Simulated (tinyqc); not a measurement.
From one set of inputs to another, one input at a time: mobility of a non-polar semiconductor in the relaxation-time approximation. Computed by tinyqc, a small Python program. Command: `OMP_NUM_THREADS=1 python tinyqc.py 3031003 3031004 out.jsonl rta ladder`. One thread of a shared host (Intel(R) Xeon(R) Processor @ 2.30GHz), about 0.02 s of CPU time with the checks.

Each valley is treated as a sphere of mass m_d for states and rates, with one isotropic relaxation time; the conductivity mass m_c sets the current.

The inputs printed are set A. Inputs not listed in the table keep their values of set A, so the rows need not describe a real material.

Inputs (values chosen for the exercise, for a model non-polar semiconductor):
```
quantity,value,unit
longitudinal mass m_l,0.16,m_0
transverse mass m_t,0.088,m_0
equivalent valleys Z,4,-
non-parabolicity alpha,0.23,1/eV
static permittivity eps_s,6.05,-
density rho,2300,kg/m^3
sound velocity v_l,8010,m/s
acoustic deformation potential D_A,12,eV
phonon energy hbar w,25.6,meV
optical or intervalley deformation potential D_o,8.4,1e8 eV/cm
final valleys Z_f,3,-
carrier density n,4.7e+19,1/cm^3
compensation ratio C,0,-
temperature T,300,K
alloy fraction x,0.23,-
alloy potential U,0.39,eV
lattice constant a,5.43,angstrom
```

Band: Kane. Impurity formula: Conwell-Weisskopf. Further scattering: alloy.

Constants: k_B = 8.617333262e-05 eV/K; m_0 = 9.1093837015e-31 kg; e = 1.602176634e-19 C; hbar = 1.054571817e-34 J s; eps_0 = 8.8541878128e-12 F/m; k_B = 1.380649e-23 J/K; hbar = 6.582119569e-16 eV s.

Method:
- m_d = (m_l m_t^2)^(1/3); 1/m_c = (1/m_l + 2/m_t)/3; Hall mass factor A = 3 K_m (K_m + 2)/(2 K_m + 1)^2, K_m = m_l/m_t; N_I = n (1 + C)/(1 - C).
- Kane band: hbar^2 k^2/(2 m) = E (1 + alpha E), speed v = hbar k/(m (1 + 2 alpha E)), states per spin, volume and energy g(E) = m k (1 + 2 alpha E)/(2 pi^2 hbar^2); overlap factors are set to 1. Here m = m_d. Masses are multiplied by m_0 and all formulas are in SI units.
- The reduced Fermi level eta = E_F/(k_B T) solves n = 2 Z int g f dE with f = 1/(1 + exp(x - eta)) (Z = 1 unless valleys are given); screening length L_s = sqrt(eps_s eps_0 k_B T/(e^2 dn/deta)), dn/deta = 2 Z int g f (1 - f) dE.
- Integrals over x = E/(k_B T) use 160 Gauss-Legendre points in u = sqrt(x) from 0 to sqrt(max(eta, 0) + 32).
- Phonon occupation N_q = 1/(exp(hbar w/(k_B T)) - 1).
- Acoustic deformation potential (elastic, equipartition, absorption and emission together): 1/tau = 2 pi k_B T D_A^2 g(E)/(hbar rho v_l^2).
- Optical or intervalley deformation potential: 1/tau = (pi Z_f D_o^2/(rho w)) [N_q g(E + hbar w) + (N_q + 1) g(E - hbar w)], with g = 0 below the band edge.
- Each optical term is multiplied by (1 - f(E'))/(1 - f(E)), E' the final energy, for Pauli blocking.
- Singly charged impurities, momentum relaxation: 1/tau = N_I e^4 m (1 + 2 alpha E) Phi/(8 pi (eps_s eps_0)^2 hbar^3 k^3), with alpha = 0 for a parabolic band.
- Conwell-Weisskopf: Phi = ln(1 + y^2), y = 4 pi eps_s eps_0 E N_I^(-1/3)/e^2 (largest impact parameter N_I^(-1/3)/2).
- Alloy disorder: 1/tau = (2 pi/hbar) Omega x (1 - x) U^2 g(E), Omega = a^3/4 (other conventions for Omega rescale U).
- mu = (m_d/m_c) (2 Z e/(3 n k_B T)) int g v^2 tau f (1 - f) dE.
- Averages over x are split at the emission threshold x_0 = hbar w/(k_B T): 64 Gauss-Legendre points in sqrt(x) below it and 128 in sqrt(x - x_0) above it, up to x = max(eta, 0) + 32.
- Rates are added at each energy before the average. With <y> = int g v^2 y f (1 - f) dE: Hall factor r_H = A (3 n k_B T/(2 Z m_d)) <tau^2/(1 + 2 alpha E)>/<tau>^2 (alpha = 0 for a parabolic band); Hall mobility r_H mu; |S| = (k_B/e) (<x tau>/<tau> - eta); resistivity 1/(n e mu).

Each row keeps all changes above it:
```
input moved,from,to,Hall factor r_H,resistivity (ohm cm),ionised impurity mobility (cm^2/(V s))
set A,-,-,0.9747,0.00155,9.4028e+01
temperature T (K),300,200,0.9723,0.00153,9.1723e+01
optical or intervalley deformation potential D_o (1e8 eV/cm),8.4,7.9,0.9724,0.00152,9.1723e+01
carrier density n (1/cm^3),4.7e+19,3.5e+15,1.1461,0.36972,5.5489e+04
phonon energy hbar w (meV),25.6,62.1,1.0096,0.15681,5.5489e+04
acoustic deformation potential D_A (eV),12,5.7,1.0364,0.10402,5.5489e+04
sound velocity v_l (m/s),8010,9300,1.0410,0.09987,5.5489e+04
non-parabolicity alpha (1/eV),0.23,0.31,1.0412,0.10109,5.4960e+04
```

Where does the difference come from?

Hall factor r_H goes from 0.975 to 1.04, a factor 1.07 in all. The largest single move comes from carrier density n (a factor 1.18), and phonon energy hbar w works against it (a factor 0.881). Resistivity goes from 0.00155 to 0.101, a factor 65.3 in all. The largest single move comes from carrier density n (a factor 243), and phonon energy hbar w works against it (a factor 0.424). Ionised impurity mobility goes from 94.0 to 55000, a factor 585 in all. The largest single move comes from carrier density n (a factor 605). The single moves hold for this order of the switches; the total does not depend on the order.

Caution (rows set A, temperature T, optical or intervalley deformation potential D_o): above a few 1e18 per cm^3 the Born approximation, static screening and an unperturbed band are rough; measured mobilities are usually lower.

Extremes, crossings and ranges named in words are read from the listed rows.
